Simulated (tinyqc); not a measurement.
A transmission-line measurement read back: specific resistance of a metal-semiconductor contact and its transmission-line measurement. Computed by tinyqc, a small Python program. Command: `OMP_NUM_THREADS=1 python tinyqc.py 3031572 3031573 out.jsonl contact walk`. One thread of a shared host (Intel(R) Xeon(R) Processor @ 2.30GHz), about 0.01 s of CPU time with the checks.

The barrier is parabolic (depletion approximation), energies E are normal energies counted from the band edge in the neutral semiconductor (downwards for holes), and the bias is zero. xi is an input, held fixed when other inputs move.

Inputs (values chosen for the exercise, modelled on n-type 4H-SiC): tunnelling mass m = 0.31 m_0; permittivity eps = 9.7; Richardson constant A* = 142 A/(cm^2 K^2); barrier height phi_B = 0.92 eV; doping N = 7.9e+20 1/cm^3; Fermi level above the band edge in the bulk, xi = 0.39 eV; temperature T = 300 K; sheet resistance R_sh = 38 ohm; contact length d = 17 micrometre; contact width W = 0.17 micrometre.

Image-force lowering: left out.

Constants: hbar = 1.054571817e-34 J s; eps_0 = 8.8541878128e-12 F/m; m_0 = 9.1093837015e-31 kg; k_B = 8.617333262e-05 eV/K; e = 1.602176634e-19 C.

Method:
- E_00 = (e hbar/2) sqrt(N/(eps eps_0 m)); band bending E_b = phi_B + xi; depletion width w = sqrt(2 eps eps_0 E_b/(e^2 N)).
- WKB transmission for E < E_b, with a = E/E_b: D = exp{-(E_b/E_00) [sqrt(1 - a) - a ln((1 + sqrt(1 - a))/sqrt(a))]}; D = 1 above.
- At zero bias 1/rho_c = (e A*/k_B^2) int D(E) f(E) dE, f = 1/(1 + exp((E - xi)/k_B T)); 200 Gauss-Legendre points from 0 to E_b, and k_B T ln(1 + exp((xi - E_b)/k_B T)) for the part above the barrier; the share of tunnelling is the part below.
- Transmission-line model: transfer length L_T = sqrt(rho_c/R_sh); R_c = (R_sh L_T/W) coth(d/L_T). Limits: rho_c/(W d) for d << L_T, sqrt(rho_c R_sh)/W for d >> L_T.
- Transmission-line model: transfer length L_T = sqrt(rho_c/R_sh); R_c = (R_sh L_T/W) coth(d/L_T). Two contacts a gap s apart give R = 2 R_c + R_sh s/W. A straight-line fit gives R_sh from the slope and R_c from the intercept; the simple reading takes L_x = R_c W/R_sh as the transfer length and rho_c = R_sh L_x^2.

R_c W = 2.94779 ohm micrometre

contact resistance R_c = 17.3399 ohm

specific contact resistance rho_c = 2.28670e-09 ohm cm^2

Resistances:
```
gap s (micrometre)  R (ohm)
0.078                 52.12
0.160                 70.44
0.310                103.97
0.620                173.27
1.200                302.92
```

L_x = 0.077573 micrometre

rho_c by the simple reading = 2.2867e-09 ohm cm^2

simple reading over true value = 1.00000

What follows from these numbers?

The simple reading is right, since coth(d/L_T) is 1 for so long a contact. Caution: the barrier is thinner than 1.5 nm, about the spacing of dopants, so a smooth parabolic barrier and WKB are rough.
